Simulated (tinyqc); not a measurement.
Deep-level transient spectroscopy (DLTS) of one majority-carrier trap: one step, computed by the program tinyqc. Command: `OMP_NUM_THREADS=1 python tinyqc.py 3014129 3014130 out.jsonl dlts walk`. One thread of a shared host (Intel(R) Xeon(R) Processor @ 2.30GHz), about 0.05 s of CPU time with the checks.

A filling pulse loads the traps in a one-sided junction; under reverse bias they empty at the rate e, and the capacitance relaxes as C(t) = C_0 - dC exp(-e t). The signal is S = [C(t_2) - C(t_1)]/dC.

Problem. Peak temperature and width. e = g sigma v N_b exp(-E/k_B T), v = sqrt(3 k_B T/m), N_b = 2 M (2 pi m k_B T/h^2)^(3/2), sigma = sigma_0, E = E_t. S(e) = exp(-e t_1) - exp(-e t_2) peaks at the rate window e_0 = ln(t_2/t_1)/(t_2 - t_1). T_p solves e(T) = e_0 (bisection between 15 and 1500 K); the half-height points solve S = S_max/2 on either side.

Inputs (values chosen for the exercise, for a model semiconductor):

| quantity | value | unit |
|---|---|---|
| density-of-states mass m | 0.798 | m_0 |
| valleys M | 1 | - |
| trap depth E_t | 0.232 | eV |
| cross-section sigma_0 | 1.1e-17 | cm^2 |
| degeneracy ratio g | 2 | - |
| gate time t_1 | 0.003 | s |
| ratio t_2/t_1 | 10 | - |
| temperature T | 104 | K |

Carriers: holes. Extra term: none.

rate window e_0 = 85.28093 1/s

peak height S_max = 0.6968373

Constants: k_B = 8.617333262e-05 eV/K; k_B = 1.380649e-23 J/K; m_0 = 9.1093837015e-31 kg; h = 6.62607015e-34 J s.

Give: peak temperature T_p; lower half-height point; upper half-height point; full width.

Solution.

peak temperature T_p = 161.4 K

lower half-height point = 148.5 K

upper half-height point = 174.6 K

full width = 26.11 K

The width is 16.2 % of T_p, and E_t is 16.7 k_B T_p.
